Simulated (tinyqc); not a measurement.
Inside a calculation: metal-induced gap states at the contact of a metal chain and a two-band chain. Values are carried at full precision from step to step, so a last printed digit may differ when a step is redone from the rounded ones.

The semiconductor alternates sites A at -Eg/2 and C at +Eg/2 with hopping -t; the gap runs from -Eg/2 to Eg/2. In the gap cosh(q a) = 1 + (Eg^2/4 - E^2)/(2 t^2) and the amplitude changes by -exp(-q a) a period. The metal has site energy 0 and hopping -tm; its end site has g_m = (E - i sqrt(4 tm^2 - E^2))/(2 tm^2). Sites 1, 2, ... count into the semiconductor, with energies e1, e2 alternating. The clean half chain has g1 = 1/(E - e1 - t^2 g2), g2 = 1/(E - e2 - t^2 g1), decaying root. With the contact G11 = 1/(1/g1 - tc^2 g_m), and the density on site j is -Im G_jj/pi = |psi_j/psi_1|^2 (-Im G11/pi), per spin, with psi_2/psi_1 = -t g2, psi_3/psi_2 = -t g1.

Constants: e^2/(4 pi eps0) = 14.39964547 eV angstrom.

Inputs chosen for the exercise (gap and optical dielectric constant near those of Si; the chain itself is a model; shifted at random, so the results belong to these values and not to a real crystal): Eg = 1.13 eV (gap); t = 2.59 eV (hopping in the semiconductor); a = 3.84 angstrom (period (two sites); one chain for each area a^2); E = 0.3 eV (energy from mid-gap); tm = 3.08 eV (hopping in the metal); tc = 1.91 eV (hopping across the contact); end = C (site that touches the metal); eps = 11.6 (dielectric constant).

## Decay in the gap

Form cosh(q a), l = exp(-q a), q and the decay length 1/(2q) of the density.

cosh(q a) = 1.01709
l = 0.83144
q = 0.04807 1/angstrom
xi, the decay length of the density = 10.401 angstrom

## Green functions

The decaying root is g1 = (1 - l)/(E - e1), g2 = (1 - l)/(E - e2), l = exp(-q a). Form them, g_m and G11.

g1, g2 (1/eV): [-0.63607, 0.19486]

g_m = 0.01581-0.32429i 1/eV
G11 = -0.40184-0.29168i 1/eV

## Density site by site

D1 = -Im G11/pi, D2 = (t g2)^2 D1, and each further period multiplies by l^2. The sum over all sites is (D1 + D2)/(1 - l^2). The Green functions stand in the order g1, g2.

density on sites 1 to 8 (1/eV): [0.09284, 0.02365, 0.06418, 0.01635, 0.04437, 0.01130, 0.03067, 0.00781]

Ds, the density per spin summed over the semiconductor = 0.37736 1/eV

The first period holds 31 % of the gap states at this energy.

## Pinning factor

Gap states per area N = 2 Ds/a^2 (two spins). Charge in them sits a distance xi from the metal, so S = 1/(1 + 4 pi e^2 N xi/eps), e^2 meaning e^2/(4 pi eps0); S is the change of the barrier per change of the metal work function.

N = 5.118e+14 1/(eV cm^2)
4 pi e^2 N xi/eps = 8.3045
S = 0.1075

Strong pinning, near the Bardeen limit S = 0.

## Checks

- g1 from the closed form against decimation: both -0.636065.

Program tinyqc; command `OMP_NUM_THREADS=1 python tinyqc.py 1450010 1450011 out.jsonl`; about 0.01 s on one thread of a shared Intel(R) Xeon(R) Processor @ 2.30GHz.
